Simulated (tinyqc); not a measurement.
Surface photovoltage measurement of the minority-carrier diffusion length in a wafer: one step, computed by the program tinyqc. Command: `OMP_NUM_THREADS=1 python tinyqc.py 3130273 3130274 out.jsonl spv walk`. One thread of a shared host (Intel(R) Xeon(R) Processor @ 2.30GHz), about 0.01 s of CPU time with the checks.

Low injection, steady light, a depletion layer much thinner than 1/alpha and L. The excess density dn is taken at the front edge of the neutral region; light that reaches the back is lost.

Problem. One wavelength. alpha = (84.732/lambda - 76.417)^2 per cm with lambda in micrometre (an empirical fit for silicon between 0.7 and 1.05 micrometre). Thick wafer: dn = Phi L/((S_f + D/L)(L + 1/alpha)). Finite wafer, with s = S_b L/D, w = W/L, a = alpha L: dn = [Phi a/(a^2 - 1)] [a - B - exp(-alpha W)(a - s)/(cosh w + s sinh w)]/(S_f + B D/L), B = (sinh w + s cosh w)/(cosh w + s sinh w). Photovoltage V = (k_B T/e) ln(1 + dn/n_0). Lifetime = L^2/D.

Inputs (values chosen for the exercise, modelled on p-type silicon at room temperature):

| quantity | value | unit |
|---|---|---|
| diffusion length L | 320 | micrometre |
| wafer thickness W | 525 | micrometre |
| diffusivity D | 33.4 | cm^2/s |
| front recombination velocity S_f | 1600 | cm/s |
| back recombination velocity S_b | 1500 | cm/s |
| photon flux entering | 3.5e+11 | 1/(cm^2 s) |
| minority density at the surface barrier scale n_0 | 5.8e+09 | 1/cm^3 |
| temperature T | 298 | K |
| wavelength | 854 | nm |

Constants: k_B = 8.617333262e-05 eV/K.

Give: alpha; penetration depth 1/alpha; dn, thick wafer; B; dn, finite wafer; photovoltage V; lifetime.

Solution.

alpha = 519.88 1/cm

penetration depth 1/alpha = 19.235 micrometre

dn, thick wafer = 1.2488e+08 1/cm^3

B = 1.0136

dn, finite wafer = 1.2411e+08 1/cm^3

photovoltage V = 0.54369 mV

lifetime = 30.659 microsecond
